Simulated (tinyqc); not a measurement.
Sheet resistance of a shallow doped layer with concentration-dependent mobility and limited activation: one step, computed by the program tinyqc.

A layer of one dopant lies in a background of the opposite type. Current flows parallel to the surface down to the junction; depletion is ignored.

Problem. Active limit and depths. C(x) = C_s for x < l and C_s 10^(-(x - l)/abruptness) beyond. Temperatures in kelvin are T(C) + 273.15. Active limit C_a = prefactor x exp(-energy/(k_B T)); the junction lies where C = C_B, and the profile exceeds C_a down to x_a (zero if C_s is below C_a). Slope at the junction in nm per decade = ln(10) C/|dC/dx|.

Inputs (values chosen for the exercise, modelled on arsenic in silicon): surface concentration C_s = 2.5e+19 1/cm^3; length l = 59 nm; tail abruptness = 2.8 nm/decade; background C_B = 4e+15 1/cm^3; prefactor of the active limit = 1.9e+22 1/cm^3; energy of the active limit = 0.468 eV; anneal temperature T = 1000 C.

Profile: box with exponential tail.

Constants: k_B = 8.617333262e-05 eV/K.

Give: active limit C_a; junction depth x_j; depth x_a; abruptness at the junction.

Solution.

active limit C_a = 2.668e+20 1/cm^3

junction depth x_j = 69.63 nm

depth x_a = 0 nm

abruptness at the junction = 2.8 nm/decade
